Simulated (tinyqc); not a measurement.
Superjunction drift layer against a plain one, charge balance: one step of the calculation.

Alternating n and p pillars of equal width wp, doping N and length Lp. When depleted, the lateral field peaks at Ex = q N wp/(2 eps0 eps_r) at the pillar junctions and a uniform vertical field Ey is added; breakdown is taken where Ex^2 + Ey^2 = Ef^2. Only the n pillars conduct, narrowed by the zero-bias depletion. A first-order model: the field peaks at the pillar ends are left out.

Question. Thickness and resistance of the plain layer. Ec(N) = E16 (N/1e16 cm^-3)^(1/8), mu(N) = mi + (mx - mi)/(1 + (N/Nr)^0.9). W = 2 BV/Ec, Rsp = W/(q mu N).

Values chosen for this exercise; values close to those of silicon:
- E16 = 0.385 MV/cm (critical field at a doping of 1e16 cm^-3)
- mx = 1390 cm^2/(V s) (mobility at low doping)
- mi = 93.2 cm^2/(V s) (mobility at high doping)
- Nr = 1.3e17 cm^-3 (reference doping of the mobility)
- BV = 320 V (wanted breakdown voltage)

Constants: q = 1.602176634e-19 C. Results are converted to the units shown.

N of the plain layer = 8.1339665e14 cm^-3

Find: mu; W; Rsp.

Answer.

mu = 1377 cm^2/(V s)
W = 22.75 um
Rsp = 12.68 mohm cm^2

Program tinyqc, `OMP_NUM_THREADS=1 python tinyqc.py 2590056 2590057 out.jsonl`; Intel Xeon 2.30GHz, shared host, one thread, about 0.01 s.
